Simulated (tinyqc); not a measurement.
Worked calculation: extended Hueckel theory, for H4. One step of it, computed by the program tinyqc.

Task: Orbitals. Solve H C = S C e through S^(-1/2); fill by pairs from the bottom, a degenerate level sharing its electrons equally; each orbital has its largest coefficient positive (the first on a tie).

H (eV):
```
            1H 1s       2H 1s       3H 1s       4H 1s
1H 1s  -13.600000  -15.764353   -3.275124   -0.961173
2H 1s  -15.764353  -13.600000   -9.494866   -3.275124
3H 1s   -3.275124   -9.494866  -13.600000  -15.764353
4H 1s   -0.961173   -3.275124  -15.764353  -13.600000
```

overlap S:
```
          1H 1s     2H 1s     3H 1s     4H 1s
1H 1s  1.000000  0.662368  0.137610  0.040385
2H 1s  0.662368  1.000000  0.398944  0.137610
3H 1s  0.137610  0.398944  1.000000  0.662368
4H 1s  0.040385  0.137610  0.662368  1.000000
```

valence electrons = 4

Give: orbital energies; occupations; coefficients; sum of one-electron energies.

Result:

orbital energies (eV): -18.7987  -16.1588  1.7099  21.3731

occupations: 2.0000  2.0000  0.0000  0.0000

coefficients:
```
          MO1      MO2      MO3      MO4
1H 1s  0.3095   0.4978   0.8729  -0.8656
2H 1s  0.3865   0.3560  -0.6989   1.2104
3H 1s  0.3865  -0.3560  -0.6989  -1.2104
4H 1s  0.3095  -0.4978   0.8729   0.8656
```

sum of one-electron energies = -69.9151 eV
